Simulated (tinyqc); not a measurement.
Coverage and depolarisation: effective work function and flat-band voltage of a metal/high-k/SiO2/Si stack with a dipole layer.

Constants: e^2/(4 pi eps0) = 14.39964547 eV angstrom.

Parameters, chosen for this exercise (a stack on Si capped with an aluminium-like oxide; shifted at random, so the results belong to these values and not to a real crystal):
- qd = 0.31 e (charge of a dipole)
- dd = 2.4 angstrom (its length)
- ed = 9.6 (dielectric constant in the dipole layer)
- al = 3.5 angstrom^3 (polarisability volume of a dipole)

Size of the step: linear D0 = 4 pi e2 N qd dd/ed, and D0/(1 + 9 al N^(3/2)), N in angstrom^-2, a Topping factor applied on top of ed as a model choice.

Results:
```
N (cm^-2)  D0 (eV)  9 al N^(3/2)  D (eV)
2.0e+13     0.0280        0.0028  0.0280
5.0e+13     0.0701        0.0111  0.0693
1.0e+14     0.1402        0.0315  0.1360
2.0e+14     0.2805        0.0891  0.2575
4.0e+14     0.5609        0.2520  0.4480
7.0e+14     0.9817        0.5834  0.6200
1.0e+15     1.4024        0.9961  0.7026
```

Depolarisation takes off 3.1 % at 1e14 and 37 % at 7e14 cm^-2. D would peak at N = (2/(9 al))^(2/3) = 1.6e+15 cm^-2, beyond the table.

Run: tinyqc, `OMP_NUM_THREADS=1 python tinyqc.py 1850680 1850681 out.jsonl`; Intel(R) Xeon(R) Processor @ 2.30GHz, one thread, shared host; about 0.01 s of CPU time with all checks.
